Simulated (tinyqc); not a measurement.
Well width for a wanted wavelength.

Inverse problem. The layer is x parts of the first compound and 1 - x of the second, grown coherently on the third as substrate and barrier. Rows of the table: lattice constant a, average valence level Ea on an absolute scale, spin-orbit splitting so, gaps at Gamma, X and L, hydrostatic deformation potentials av and ac (Gamma), shear potential b, elastic constants, electron and heavy-hole (along z) masses. All are interpolated linearly in x; gaps get -C x (1 - x), taken wholly in the conduction band; real line-ups can differ from this model by 0.1 eV or more. In-plane strain e = (a_substrate - a)/a, e_z = -2 (c12/c11) e, volume change 2 e + e_z. With v = 2 e + e_z and d = 2 b (e_z - e): Eav = Ea + av v; E_hh = Eav + so/3 - d/2; E_lh = Eav - so/6 + d/4 + sqrt(so^2 + so d + 9 d^2/4)/2; E_c = Ea + so/3 + EG + ac v (Gamma). Substrate: E_v = Ea + so/3, E_c = E_v + EG. Well depths: dEc = E_c(substrate) - E_c, dEhh = E_hh - E_v(substrate), dElh likewise; strained Gamma gap E_c - max(E_hh, E_lh); positive values confine carriers in the layer. Lowest level of a finite well of width Lw and depth V: kw Lw/2 = arctan(sqrt((mw/mb)(V - E)/E)), kw = sqrt(mw E/C), C = hbar^2/(2 m0), for electrons (dEc) and heavy holes (dEhh), mb from the substrate; transition E_c - E_hh + both levels, without exciton binding; wavelength h c/E. Find Lw and the two levels.

Parameters, values chosen for the exercise:
```
symbol  value  unit                                      meaning
x        0.71        fraction of the first compound in the layer
CG      0.477    eV                      bowing of the Gamma gap
CX        1.4    eV                          bowing of the X gap
CL       0.33    eV                          bowing of the L gap
```

Constants: q = 1.602176634e-19 C, hbar = 1.054571817e-34 J s, h = 6.62607015e-34 J s, m0 = 9.1093837015e-31 kg, c = 299792458 m/s, hbar^2/(2 m0) = 0.0380998212 eV nm^2. Results are converted to the units shown.

Binary compounds, values chosen for the exercise:
```
,close to InAs,close to GaAs,close to InP
a (angstrom),6.058,5.653,5.869
Ea (eV),-6.67,-6.92,-7.04
so (eV),0.384,0.341,0.109
EG (eV),0.354,1.41,1.35
EX (eV),1.38,1.92,2.22
EL (eV),1.07,1.73,1.91
av (eV),0.989,1.14,1.29
ac (eV),-5.12,-7.16,-5.09
b (eV),-1.79,-1.72,-1.68
c11 (GPa),84.3,119,103
c12 (GPa),45.8,53.9,56.3
me (m0),0.0229,0.0675,0.0811
mh (m0),0.332,0.349,0.532
```

wavelength = 1923.4310 nm

Answer. Both levels fall steadily as the well widens, so the wavelength rises steadily and one width matches.

Lw = 11.2 nm
electron level = 38.9 meV
heavy-hole level = 7.13 meV

tinyqc, about 0.01 s, one thread, Intel Xeon 2.30GHz (shared host): `OMP_NUM_THREADS=1 python tinyqc.py 2690059 2690060 out.jsonl`
